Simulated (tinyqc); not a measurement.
Worked calculation: interband optics of a two-band s-p chain from momentum matrix elements. Values are carried at full precision from step to step, so a last printed digit may differ when a step is redone from the rounded ones.

H(k) = [[Es - 2 ts cos ka, 2i V sin ka], [-2i V sin ka, Ep_ + 2 tp cos ka]] in the basis s, p; the lower band is full, with two electrons a cell. The velocity operator times hbar is W = dH/dk (eV angstrom); intra-atomic dipoles are left out.

Constants: hbar^2/2m0 = 3.80998211 eV angstrom^2; e^2/(4 pi eps0) = 14.39964547 eV angstrom.

Parameters, chosen for this exercise:
- a = 2.79 angstrom (period)
- Es = 1.92 eV (upper orbital (s))
- Ep_ = -3.84 eV (lower orbital (p))
- ts = 0.42 eV (s-s hopping)
- tp = 0.27 eV (p-p hopping)
- V = 1.4 eV (s-p hopping)
- k = 0.41 2 pi/a (wave vector)
- N = 8 (k points)
- Ar = 7.2 angstrom^2 (cross-section per chain)
- eta = 0.15 eV (Lorentzian half width)
- E = 3.69 eV (photon energy)

## Hamiltonian and velocity at one k

Form H and W = dH/dk.

H (eV), rows s, p and columns alike:
```
[[2.6292, 1.5003i],
 [-1.5003i, -4.2959]]
```

W (eV angstrom), rows s, p and columns alike:
```
[[1.2558, -6.5959i],
 [6.5959i, -0.8073]]
```

## Matrix element between the bands

Diagonalise H, transform W, and form w = |W_cv|^2, the Kane-type energy w/c and the oscillator strength f = w/(c D), c = hbar^2/2m0, D = Ec - Ev.

Ev, Ec (eV): [-4.6070, 2.9403]

weights, rows s, p; columns v, c:
```
[[0.0412, 0.9588],
 [0.9588, 0.0412]]
```

slopes dEv/dk, dEc/dk (eV angstrom): [1.900, -1.452]

w = 41.761 eV^2 angstrom^2
w/c = 10.961 eV
f = 1.452

## Transitions on the mesh

At each k_j = (j + 1/2)/N (2 pi/a) up to the zone edge give D = Ec - Ev, w = |<c|W|v>|^2 and f = w/(c D), c = hbar^2/2m0; the other half of the zone repeats the values.

Transitions:
```
k (2 pi/a)  D (eV)  w (eV^2 angstrom^2)      f
0.0625      4.9707               38.372  2.026
0.1875      7.3580                0.766  0.027
0.3125      8.1430               11.824  0.381
0.4375      7.3541               50.677  1.809
```

D runs from 4.971 to 8.143 eV on the mesh; f is largest at k = 0.0625.

## Dielectric function from the table

With w(k) = |<c|W|v>|^2 and D(k) = Ec - Ev, on the mesh k_j = (j + 1/2)/N (2 pi/a): eps(E) = 1 + (8 pi e2/(a Ar)) mean_j (w/D^2) [1/(D - E - i eta) + 1/(D + E + i eta)], e2 = e^2/(4 pi eps0); light polarised along the chains, no local fields.

Take the mean over the rows. Also eps(0) at eta = 0, and the effective electrons per cell n_eff = 2 mean(f).

eps(E) = 8.998+0.665i
eps(0) = 5.177
n_eff = 2.122

On a mesh of 2000 points the values are 11.503+1.366i, 5.608 and 2.184. n_eff need not equal the 2 electrons of the cell: a two-orbital basis with chosen hoppings does not obey the sum rule of free electrons.

## Checks

- Curvature of the lower band against <v|d2H/dk2|v> - 2 w/D (eV angstrom^2): both -3.248.
- Zone mean of 2 w/D against the zone mean of <v|d2H/dk2|v>, the f-sum rule of a full band (eV angstrom^2): both 8.3192.

Program tinyqc; command `OMP_NUM_THREADS=1 python tinyqc.py 1650242 1650243 out.jsonl`; about 0.01 s on one thread of a shared Intel(R) Xeon(R) Processor @ 2.30GHz.
